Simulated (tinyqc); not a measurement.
Correction of a charged-defect supercell by a model charge and potential alignment (plane-averaged potentials). Changing the width sigma_m of the model charge. Computed by tinyqc, a small Python program. Command: `OMP_NUM_THREADS=1 python tinyqc.py 3112010 3112011 out.jsonl align sweep`. One thread of a shared host (Intel(R) Xeon(R) Processor @ 2.30GHz), about 0.02 s of CPU time with the checks.

The "true" defect charge is (1 - x) q in a Gaussian of width sigma plus x q in one of width sigma_t, so the exact answer is known; the correction sees only a single model Gaussian of width sigma_m. A Gaussian of width s has the transform rho(G) = exp(-G^2 s^2/2), normalised to 1. A uniform background cancels q, so G = 0 is left out. Potentials are those felt by a unit positive charge. E_0 is the formation energy of the isolated defect, E_cell its value in the supercell, E_lat = E_iso - E_per of the model charge, C the true less the model potential far from the defect; the exact correction is E_0 - E_cell, and the error of a scheme is E_cell plus its correction less E_0.

Inputs (values chosen for the exercise, with screening close to that of Al2O3):
```
quantity                                     value      unit
defect charge q                                 -3         e
dielectric constant eps                       9.13         -
edge of the cubic cell L                      14.8  angstrom
width sigma of the true defect charge          1.2  angstrom
share x of the charge in a wide tail             0         -
width sigma_t of the tail                      2.6  angstrom
formation energy of the isolated defect E_0   2.29        eV
```

Constants: e^2/(4 pi eps_0) = 14.39964548 eV angstrom.

Method:
- Periodic energy E_per = (2 pi q^2/(eps L^3)) (e^2/(4 pi eps_0)) sum_(G != 0) rho(G)^2/G^2, G = (2 pi/L)(n1, n2, n3), |n_i| <= 16. Isolated energy: two Gaussians of charges q_a, q_b and widths a, b interact by q_a q_b (e^2/(4 pi eps_0 eps)) sqrt(2/pi)/sqrt(a^2 + b^2), and the self-energy is half the sum over pairs.
- Supercell value E_cell = E_0 + E_per - E_iso for the true charge.
- E_lat = E_iso - E_per for the model charge; point-charge value alpha q^2 e^2/(4 pi eps_0 eps 2 L) with alpha = 2.837297.
- Plane-averaged potential at distance z from the defect: V(z) = (4 pi q/(eps L^3)) (e^2/(4 pi eps_0 e)) sum_(m != 0) rho(G_m) cos(G_m z)/G_m^2, G_m = 2 pi m/L, |m| <= 40.
- C = difference at z = L/2; E_corr = E_cell + E_lat - q C. For charges that have died out at L/2, C = (2 pi q/(eps L^3)) (e^2/(4 pi eps_0 e)) (<s^2> - sigma_m^2), <s^2> = (1 - x) sigma^2 + x sigma_t^2.

One run for each value; columns: (1) width sigma_m of the model charge (angstrom); (2) E_lat (eV); (3) alignment C (V); (4) error without alignment (meV); (5) error with alignment (rounded to 1e-4 meV) (meV):
```
(1)      (2)        (3)          (4)     (5)
0.74  1.3456  -0.008184   2.4551e+01   0.000
0.86  1.3403  -0.006423   1.9269e+01   0.000
0.97  1.3347  -0.004577   1.3731e+01   0.000
1.10  1.3273  -0.002109   6.3277e+00   0.000
1.20  1.3210   0.000000  -2.0000e-08   0.000
1.30  1.3141   0.002293  -6.8779e+00   0.000
1.40  1.3067   0.004769  -1.4306e+01   0.000
1.60  1.2902   0.010271  -3.0813e+01  -0.001
```

What does the table show, and why?

Over the rows, E_lat (eV) falls from 1.35 to 1.29 (exponent d ln y / d ln x -0.026 between the first rows and -0.095 between the last); alignment C (V) rises from -0.00818 to 0.0103; error without alignment (meV) falls from 24.6 to -30.8. E_lat and q C each change with the model width, by 55 and 55 meV over the rows, while the aligned error changes by 0.0 meV.
